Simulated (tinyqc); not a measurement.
Spectral response: phonon-assisted absorption at an indirect gap.

alpha(E) = sum_j A_j [N_j (E - Eg + w_j)^2 + (N_j + 1)(E - Eg - w_j)^2], each bracket counted only where its base is positive; N_j = 1/(exp(w_j/kB T) - 1). The first term absorbs a phonon and the second emits one; excitons and direct transitions are left out.

Photodiode (Gaertner form with a dead layer): QE = (1 - R) exp(-alpha xj) [1 - exp(-alpha W)/(1 + alpha L)], R = ((nr - 1)/(nr + 1))^2; responsivity = QE/E in A/W for E in eV.

Constants: kB = 8.617333262e-05 eV/K.

Inputs chosen for the exercise (loosely those of SiC at room temperature; Eg is not tied to T; shifted at random, so the results belong to these values and not to a real crystal):
- Eg = 3.2 eV (indirect gap, held fixed unless listed)
- w = (69.5, 43.4) meV (two zone-edge phonons)
- A = (3500, 840) 1/(cm eV^2) (their strengths)
- T = 77 K
- nr = 2.81 (refractive index)
- xj = 0.43 micrometre (dead layer at the surface)
- W = 5.8 micrometre (depleted width)
- L = 2.8 micrometre (minority diffusion length below it)

Response:
```
E (eV)  wavelength (nm)  alpha (1/cm)  1/alpha (micrometre)  dead layer  collected     QE    A/W
3.22                385       0.00567              1.76e+06       1.000      0.000  0.000  0.000
3.26                380         0.246              4.06e+04       1.000      0.000  0.000  0.000
3.32                373          13.9                   720       0.999      0.012  0.009  0.003
3.40                365          80.3                   125       0.997      0.067  0.051  0.015
3.50                354           242                  41.4       0.990      0.186  0.142  0.041
3.85                322      1.49e+03                  6.71       0.938      0.703  0.510  0.133
4.10                302      3.03e+03                  3.30       0.878      0.907  0.616  0.150
4.40                282      5.60e+03                  1.79       0.786      0.985  0.599  0.136
4.80                258      1.02e+04                 0.977       0.644      0.999  0.498  0.104
```

Give the missing row, E (eV) = 3.65.

Computed row:
```
E (eV)  wavelength (nm)  alpha (1/cm)  1/alpha (micrometre)  dead layer  collected     QE    A/W
3.65                340           646                  15.5       0.973      0.418  0.315  0.086
```

QE is highest, 0.616, at 4.10 eV of those listed and the responsivity at 4.10 eV; reflection alone caps QE at 0.774. Near the gap weak absorption limits it (collected share 0.000); at the top the dead layer passes 0.644. Far above the gap the quadratic law and a constant index are only rough.

(tinyqc, `OMP_NUM_THREADS=1 python tinyqc.py 1680120 1680121 out.jsonl`, Intel(R) Xeon(R) Processor @ 2.30GHz, 1 thread, shared host, about 0.01 s.)
